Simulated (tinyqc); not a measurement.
Inside a calculation: shallow acceptor in the spherical four-band model. Values are carried at full precision from step to step, so a last printed digit may differ when a step is redone from the rounded ones.

Units Ry* = Ry/(g1 eps^2) and a* = a0 eps g1; mu = (6 g3 + 4 g2)/(5 g1) is the spherical heavy-light coupling and delta = (g3 - g2)/g1 the cubic term, which is left out.

Constants: Ry = 13.60569312 eV; a0 (Bohr radius) = 0.5291772105 angstrom.

Values chosen for the exercise (near those of a shallow acceptor in Ge; not measured data):
- g1 = 13.23 (Luttinger gamma1)
- g2 = 4.28 (gamma2)
- g3 = 5.75 (gamma3)
- eps = 16.8 (dielectric constant)
- al = (0.463, 2.78, 16.7) 1/a*^2 (exponents a_i, the same for f and g)
- Dso = 0.279 eV (spin-orbit splitting)

## Units and couplings

Give Ry*, a*, mu, delta and the spherical masses 1/(g1 (1 -/+ mu)).

Ry* = 3.644 meV
a* = 117.62 angstrom
mu = 0.78035
delta = 0.1111

heavy and light mass (m0): 0.3441  0.0425

A hydrogen model with the heavy mass would bind by Ry*/(1 - mu) = 16.6 meV and with the light mass by 2.0 meV. delta/mu = 0.14: the cubic term is a modest correction.

## Matrices in a small basis

The ground state 1S3/2 has an L = 0 part f(r) and an L = 2 part g(r). In units of Ry* and a*, with Gaussians f_i = exp(-a_i r^2), g_i = r^2 exp(-a_i r^2), A = a_i + a_j and I(n) = Gamma((n + 1)/2)/(2 A^((n + 1)/2)): S_ff = I(2), S_gg = I(6), H_ff = (6 a_i a_j/A) I(2) - 2 I(1), H_gg = (14 a_i a_j/A) I(6) - 2 I(5), H_fg = -mu [15 I(2) - 20 a_j I(4) + 4 a_j^2 I(6)]; each function is then normalised. The split-off band is left out.

Form S and H.

S, lower triangle:
```
        f1      f2      f3      g1      g2      g3
f1  1.0000
f2  0.5853  1.0000
f3  0.1844  0.5851  1.0000
g1       0       0       0  1.0000
g2       0       0       0  0.2865  1.0000
g3       0       0       0  0.0194  0.2863  1.0000
```

H (Ry*), lower triangle:
```
         f1       f2        f3      g1       g2        g3
f1  -0.7827
f2  -0.9848   3.0186
f3  -1.2259   2.5388   37.0576
g1  -1.3993  -2.4072   -0.9775  2.0828
g2  -0.4009  -8.4019  -14.4519  0.9710  16.6219
g3  -0.0271  -2.4058  -50.4720  0.0256   8.0327  109.9440
```

## Ground state in the small basis

Solve H u = E S u for the lowest level of the acceptor; the first half of the basis is L = 0 and the second L = 2. Give E, E without the f-g block, and the L = 2 weight u_g S_gg u_g with u S u = 1.

E = -2.232 Ry*
E without coupling = -0.856 Ry*
L = 2 weight = 0.260

Without the coupling the exact value is -1, which this basis, tuned to the compact coupled state, misses by 0.144. The coupling to L = 2 takes the level to 2.23 times that exact value.

## Converged result

Converged values use 22 exponents 2.2^i, i = -7 to 14, for f and for g.
Ground and next level of the same symmetry, L = 2 weight and mean radius.

1S3/2 and 2S3/2 (Ry*): -2.385  -0.711

binding energies (meV): 8.7  2.6

L = 2 weight = 0.282
<r> = 81.8 angstrom

The small basis reaches 94 % of the binding. The ratio 1S/2S is 3.35 (4 for hydrogen). The binding is 0.03 of Dso, so leaving out the split-off band is safe.

## Checks

- Level at mu = 0 against -1 Ry*: both -1.0000.
- Ground level from a second, denser basis, Ry*: both -2.385.

tinyqc: `OMP_NUM_THREADS=1 python tinyqc.py 1281560 1281561 out.jsonl`; about 0.04 s, one thread, shared Intel(R) Xeon(R) Processor @ 2.30GHz.
